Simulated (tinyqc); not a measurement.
# n-type polysilicon, carrier trapping at grain boundaries: what changes with what

One-dimensional grains of size Lg, uniform ionised doping N, monovalent traps Qt at each boundary at a depth Et below (for electrons) or above (for holes) the band edge there, abrupt depletion of width W on each side of a boundary, Boltzmann statistics. xi is the distance from the band edge at the grain centre to the Fermi level. Trapped charge Qt/(1 + exp((xi + VB - Et)/Vt)) = 2 N W, barrier VB = q N W^2/(2 eps0 eps_r).

Values chosen for this exercise; values of the order met in polycrystalline silicon: temperature T = 300 K; relative permittivity eps_r = 11.7; conduction-band density of states at T NB = 2.8e19 cm^-3; grain size Lg = 22 nm; trap density of a grain boundary Qt = 4.9e12 cm^-2; depth of the trap level from the majority band edge at the boundary Et = 0.31 eV; mass for thermionic emission ms = 0.34 m0; correction factor of the emission rate fe = 0.12; mobility inside the grains mug = 200 cm^2/(V s); doping N = 1.3e18 cm^-3.

Constants: q = 1.602176634e-19 C, kB = 1.380649e-23 J/K, m0 = 9.1093837015e-31 kg, Vt = kB T/q, eps0 = 8.8541878128e-14 F/cm where lengths are in cm. Results are converted to the units shown.

Each table varies one quantity; the others keep the values above.

## Effect of the doping

If the trap equation with xi = Vt ln(NB/N) has a root W < Lg/2, the grain is partly depleted; otherwise W = Lg/2 and the trap equation gives xi = Et - VB + Vt ln(Qt/(N Lg) - 1). N* = Qt/Lg. n0 = NB exp(-xi/Vt); mean density n0 (1 - 2 W/Lg) by charge balance in a partly depleted grain, and n0 (sqrt(pi)/2) erf(u)/u with u = sqrt(VB/Vt) in a fully depleted one; v = sqrt(kB T/(2 pi ms m0)); barrier resistivity Vt exp(VB/Vt)/(q fe n0 v Lg); grain resistivity (1 - 2 W/Lg)/(q n0 mug); effective mobility 1/(q mean density total resistivity). Rows with xi above 0.45 V, towards mid-gap, are left out, since the other carrier type is ignored.

Effect of the doping:

| N (cm^-3) | N/N* | depleted share 2 W/Lg | VB (V) | xi (V) | mean density (cm^-3) | resistivity (ohm cm) | effective mobility (cm^2/(V s)) |
|---|---|---|---|---|---|---|---|
| 1.1e17 | 0.04939 | 1.000 | 0.01029 | 0.3762 | 1.184e13 | 1.469e4 | 35.88 |
| 1.8e17 | 0.08082 | 1.000 | 0.01684 | 0.3560 | 2.399e13 | 8683 | 29.97 |
| 2.9e17 | 0.1302 | 1.000 | 0.02713 | 0.3320 | 5.473e13 | 5100 | 22.36 |
| 4.7e17 | 0.2110 | 1.000 | 0.04398 | 0.3001 | 1.616e14 | 2854 | 13.53 |
| 7.6e17 | 0.3412 | 1.000 | 0.07111 | 0.2559 | 7.376e14 | 1474 | 5.741 |
| 1.2e18 | 0.5388 | 1.000 | 0.1123 | 0.1937 | 6.613e15 | 653.5 | 1.444 |
| 2e18 | 0.8980 | 0.9975 | 0.1862 | 0.06822 | 5.072e15 | 88.91 | 13.84 |
| 3.2e18 | 1.437 | 0.6872 | 0.1414 | 0.05607 | 1.001e18 | 9.827 | 0.6345 |
| 5.2e18 | 2.335 | 0.4279 | 0.08908 | 0.04352 | 2.975e18 | 0.8025 | 2.614 |
| 8.4e18 | 3.771 | 0.2651 | 0.05524 | 0.03113 | 6.173e18 | 0.1363 | 7.416 |

As N goes from 1.1e17 to 8.4e18, VB goes from 0.0103 through a maximum of 0.186 (at N = 2e18 among the rows listed) to 0.0552 V, the resistivity falls from 14700 to 0.136 ohm cm and the effective mobility moves up and down between 0.635 and 35.9 cm^2/(V s). The steepest fall of the resistivity among the rows, as N^(-5.2), lies between N = 3.2e18 and 5.2e18 cm^-3; N* = 2.23e18 cm^-3. While the grain is fully depleted VB grows as N; once the traps are full it falls as 1/N. For N = 3.2e18, 5.2e18, 8.4e18 xi is under 2.5 Vt, where Boltzmann statistics begin to fail. For N = 1.1e17, 1.8e17 VB is below Vt, where abrupt depletion and thermionic emission are rough. For N = 2e18 the grain is near the changeover between partial and full depletion, within a few Debye lengths, where both limits are rough.

## Effect of the grain size

Same model as above.

N* = Qt/Lg.

Result of one run:

| Lg (nm) | N/N* | depleted share 2 W/Lg | VB (V) | xi (V) | mean density (cm^-3) | resistivity (ohm cm) | effective mobility (cm^2/(V s)) |
|---|---|---|---|---|---|---|---|
| 94 | 2.4939 | 0.30157 | 0.20195 | 0.079362 | 9.0797e17 | 58.920 | 0.11667 |

What becomes of these results when the grain size Lg is changed from 94 to 17 nm, all else the same?

Result of the changed run:

| Lg (nm) | N/N* | depleted share 2 W/Lg | VB (V) | xi (V) | mean density (cm^-3) | resistivity (ohm cm) | effective mobility (cm^2/(V s)) |
|---|---|---|---|---|---|---|---|
| 17 | 0.45102 | 1.0000 | 0.072632 | 0.24245 | 1.2292e15 | 1202.5 | 4.2224 |

The whole series:

| Lg (nm) | N/N* | depleted share 2 W/Lg | VB (V) | xi (V) | mean density (cm^-3) | resistivity (ohm cm) | effective mobility (cm^2/(V s)) |
|---|---|---|---|---|---|---|---|
| 10 | 0.26531 | 1.0000 | 0.025132 | 0.31120 | 1.2460e14 | 4651.0 | 10.770 |
| 17 | 0.45102 | 1.0000 | 0.072632 | 0.24245 | 1.2292e15 | 1202.5 | 4.2224 |
| 31 | 0.82245 | 0.91442 | 0.20195 | 0.079362 | 1.1125e17 | 178.61 | 0.31411 |
| 53 | 1.4061 | 0.53485 | 0.20195 | 0.079362 | 6.0469e17 | 104.48 | 0.098791 |
| 94 | 2.4939 | 0.30157 | 0.20195 | 0.079362 | 9.0797e17 | 58.920 | 0.11667 |
| 160 | 4.2449 | 0.17717 | 0.20195 | 0.079362 | 1.0697e18 | 34.625 | 0.16852 |
| 290 | 7.6939 | 0.097749 | 0.20195 | 0.079362 | 1.1729e18 | 19.114 | 0.27839 |
| 500 | 13.265 | 0.056694 | 0.20195 | 0.079362 | 1.2263e18 | 11.096 | 0.45868 |

As Lg goes from 10 to 500, VB rises from 0.0251 to 0.202 V, the resistivity falls from 4650 to 11.1 ohm cm and the effective mobility goes from 10.8 through a minimum of 0.0988 (at Lg = 53 among the rows listed) to 0.459 cm^2/(V s). For Lg = 10 VB is below Vt, where abrupt depletion and thermionic emission are rough. For Lg = 31 the grain is near the changeover between partial and full depletion, within a few Debye lengths, where both limits are rough.

Numbers from tinyqc (`OMP_NUM_THREADS=1 python tinyqc.py 2830127 2830128 out.jsonl`; about 0.01 s on one thread of a shared Intel Xeon 2.30GHz).
